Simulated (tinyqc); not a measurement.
# Voltage drop against the pad pitch

A grid of 13 by 13 nodes with segments Rx (rows) and Ry (columns); every node draws I1 and the central node kh I1; pads with resistance Rp sit at the nodes whose row and column are multiples of the pitch, counting from 0. The drops u = Vdd - V follow from G u = i, with G the conductance matrix and i the load currents, solved directly.

Inputs (values chosen for the exercise): supply voltage Vdd = 0.75 V; resistance of a horizontal segment Rx = 0.55 ohm; resistance of a vertical segment Ry = 0.15 ohm; resistance from a pad node to the supply Rp = 0.1 ohm; factor on the load at the hot node kh = 3; load current of a node in the large grid I1 = 0.4 mA.

Voltage drop against the pad pitch:
columns A: pitch (nodes); B: pads; C: worst drop (mV); D: mean drop (mV); E: largest drop at a pad (mV); F: largest pad current (mA); G: worst drop over Vdd (%)
```
A     B        C        D        E       F         G
1   169  0.07476  0.04047  0.07476  0.7476  0.009968
2    49   0.3054   0.2168   0.2000   2.000   0.04072
3    25   0.6613   0.5072   0.3859   3.859   0.08818
4    16    1.302   0.9107   0.5634   5.634    0.1736
6     9    2.411    1.974    1.164   11.64    0.3215
12    4    8.680    6.996    1.710   17.10     1.157
```

The worst drop goes from 0.0748 to 8.68 mV while the number of pads falls from 169 to 4; between the last two rows it goes as pitch^(1.85). The largest drop at a pad is 100 % of the worst drop in the first row and 19.7 % in the last; the rest falls along the wires.

Numbers from tinyqc (`OMP_NUM_THREADS=1 python tinyqc.py 2770102 2770103 out.jsonl`; about 0.08 s on one thread of a shared Intel Xeon 2.30GHz).
